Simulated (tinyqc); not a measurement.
Inside a calculation. Method: plane-wave Kohn-Sham cycle with exchange-only LDA in a layered model solid. One step of it, computed by the program tinyqc.

Problem. Iteration 2: potential. V_H(G) = 4 pi rho(G)/G^2 for G != 0 (uniform background); v_x = -(3 rho/pi)^(1/3); V = V_ext + V_H + v_x; Fourier components f(G_m) = (1/N) sum_j f(x_j) exp(-i G_m x_j).

A solid whose potential varies along x alone (atomic units):

| parameter | value |
|---|---|
| period a | 5.600000 |
| cross-section of the cell | 8.000000 |
| electrons per cell | 2 |
| grid points | 16 |
| plane waves -n..n, n | 3 |
| k points | 1 |
| V1 in V1 cos(2 pi x/a) | -0.730000 |

density after iteration 1 (e/bohr^3): 0.06869296  0.06498664  0.05605518  0.04638462  0.03916258  0.03499305  0.03300657  0.03220712  0.03200124  0.03220712  0.03300657  0.03499305  0.03916258  0.04638462  0.05605518  0.06498664

Give: Potentials on the grid; V(G_m), m = 0, 1, 2, ....

Solution.

Potentials on the grid (hartree):

| x | V_ext | V_H | v_x | V |
|---|---|---|---|---|
| 0.0000 | -0.7300 | 0.1881 | -0.4033 | -0.9452 |
| 0.3500 | -0.6744 | 0.1700 | -0.3959 | -0.9003 |
| 0.7000 | -0.5162 | 0.1214 | -0.3769 | -0.7717 |
| 1.0500 | -0.2794 | 0.0553 | -0.3538 | -0.5779 |
| 1.4000 | 0 | -0.0139 | -0.3344 | -0.3483 |
| 1.7500 | 0.2794 | -0.0750 | -0.3221 | -0.1177 |
| 2.1000 | 0.5162 | -0.1215 | -0.3159 | 0.0788 |
| 2.4500 | 0.6744 | -0.1503 | -0.3133 | 0.2108 |
| 2.8000 | 0.7300 | -0.1600 | -0.3126 | 0.2573 |
| 3.1500 | 0.6744 | -0.1503 | -0.3133 | 0.2108 |
| 3.5000 | 0.5162 | -0.1215 | -0.3159 | 0.0788 |
| 3.8500 | 0.2794 | -0.0750 | -0.3221 | -0.1177 |
| 4.2000 | 0 | -0.0139 | -0.3344 | -0.3483 |
| 4.5500 | -0.2794 | 0.0553 | -0.3538 | -0.5779 |
| 4.9000 | -0.5162 | 0.1214 | -0.3769 | -0.7717 |
| 5.2500 | -0.6744 | 0.1700 | -0.3959 | -0.9003 |

V(G_m), m = 0, 1, 2, ... (hartree): -0.3463  -0.3007  0.0011  0.0000  0.0001  0.0000  0.0000
